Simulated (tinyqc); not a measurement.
Inside a calculation. Model: kinetic Monte Carlo and master equation for a particle on a ring of sites with traps and bias. Computed by tinyqc, a small Python program that keeps every step. Command: `OMP_NUM_THREADS=1 python tinyqc.py 3020058 3020059 out.jsonl kmc walk`. One thread of a shared host (Intel(R) Xeon(R) Processor @ 2.30GHz), about 0.09 s of CPU time with the checks. Intermediate numbers are printed to about 6 digits and carried at full precision; extremes and crossings named in words are read from the listed rows.

8 sites on a ring, numbered 1 to 8. The saddle between i and i+1 lies at E0 + s b_i and site i at s eps_i; a force F tilts the landscape, with the saddle half-way.

Inputs (values chosen for the exercise, for a model defect):
```
quantity,value,unit
reference barrier E0,0.88,eV
scale factor s of the disorder,1,-
attempt frequency nu,1.2,THz
temperature T,570,K
site spacing a,2.9,angstrom
force F along the ring,0.016,eV/angstrom
seed of the random numbers,10940,-
```

Disorder: site traps.

site energies eps_i (eV): [-0.097, 0, 0, -0.14, 0, 0, -0.086, 0]

saddle shifts b_i between sites i and i+1 (eV): [0, 0, 0, 0, 0, 0, 0, 0]

Constants: k_B = 8.617333262e-05 eV/K.

## Rate table

Rates: k(i to i+1) = nu exp(-(E0 + s b_i - s eps_i - F a/2)/(k_B T)), k(i to i-1) = nu exp(-(E0 + s b_(i-1) - s eps_i + F a/2)/(k_B T)). Share right = k right/(k right + k left); mean stay = 1/(k right + k left).

Rates, shares of right hops and mean stays:
```
site,k right (1/s),k left (1/s),share right,mean stay (s)
1,4425.4,1720.7,0.720038,1.62706e-04
2,31885.9,12397.8,0.720038,2.25817e-05
3,31885.9,12397.8,0.720038,2.25817e-05
4,1844.0,717.0,0.720038,3.90478e-04
5,31885.9,12397.8,0.720038,2.25817e-05
6,31885.9,12397.8,0.720038,2.25817e-05
7,5536.2,2152.6,0.720038,1.30060e-04
8,31885.9,12397.8,0.720038,2.25817e-05
```

The particle stays longest on site 4, 17.3 times as long as on the quickest site.

## Twelve steps of the residence-time algorithm

Random numbers:
```
step,r1,r2
1,0.6983,0.3667
2,0.8420,0.1139
3,0.1985,0.1531
4,0.2805,0.2699
5,0.5215,0.4929
6,0.3192,0.5559
7,0.1553,0.8599
8,0.0467,0.4576
9,0.1241,0.5861
10,0.7744,0.8793
11,0.4186,0.0780
12,0.2194,0.1371
```

Start on site 1 at t = 0. Hop right if r1 is below the share right, else left; advance the clock by -ln(r2) times the mean stay.

Trajectory:
```
step,site,hop,wait (s),clock (s),net hops
1,1,right,1.63228e-04,0.00016323,1
2,2,left,4.90572e-05,0.00021229,0
3,1,right,3.05344e-04,0.00051763,1
4,2,right,2.95753e-05,0.00054720,2
5,3,right,1.59754e-05,0.00056318,3
6,4,right,2.29276e-04,0.00079246,4
7,5,right,3.40846e-06,0.00079586,5
8,6,right,1.76535e-05,0.00081352,6
9,7,right,6.94865e-05,0.00088300,7
10,8,left,2.90466e-06,0.00088591,6
11,7,right,3.31789e-04,0.00121770,7
12,8,right,4.48708e-05,0.00126257,8
```

## Steady state

Master equation dP/dt = W P, W_(i+1,i) = k right, W_(i-1,i) = k left, columns summing to zero. The steady state is its null vector; drift v = a sum P_i (k right - k left). D = a^2 lambda''(0)/2, where lambda(q) is the leading eigenvalue of W with right hops weighted by exp(q) and left hops by exp(-q). The slowest relaxation rate is minus the real part of the next eigenvalue of W. 1 angstrom = 1e-8 cm.

occupations P_i: [0.204365, 0.028364, 0.028364, 0.490456, 0.028364, 0.028364, 0.163361, 0.028364]

drift velocity v = 1.28239e-04 cm/s

diffusivity D = 6.01119e-12 cm^2/s

slowest relaxation rate = 4001.95 1/s

With equal saddles the steady current leaves the occupations at their Boltzmann values exp(-s eps_i/(k_B T))/Z.

## Closed form at zero force

At zero force D0 = a^2 nu exp(-E0/(k_B T)) / [<exp(-s eps/(k_B T))> <exp(s b/(k_B T))>], with means over the ring; Einstein relation v = D0 F/(k_B T); 1 angstrom = 1e-8 cm.

zero-force diffusivity D0 = 3.79417e-12 cm^2/s

D0 over the value without disorder = 0.226908

Einstein drift = 1.23592e-04 cm/s

F a/(k_B T) = 0.945; the true drift is 1.0376 times the Einstein value.

## Sampled drift against the exact one

400 independent walkers start on sites drawn with weights P_i (k right + k left), the steady shares of hops (random numbers not printed); the estimate is total displacement over total time, with its standard error from the spread between walkers.

Drift from sampling:
```
hops per walker,estimate (cm/s),standard error (cm/s),deviation in standard errors
10,1.28207e-04,5.66426e-06,-0.00560
30,1.27091e-04,3.26329e-06,-0.35174
100,1.29009e-04,1.75879e-06,0.43798
300,1.28413e-04,1.03180e-06,0.16928
1000,1.28857e-04,5.69655e-07,1.08486
3000,1.28660e-04,3.25237e-07,1.29594
```

The exact drift is 1.282e-4 cm/s. The standard error falls by a factor 3.09 from 100 to 1000 hops (sqrt10 = 3.16), and in the last row it is 0.25 % of the drift.

Checks made by the program: closed form against the master equation at zero force (relative difference 3e-06).
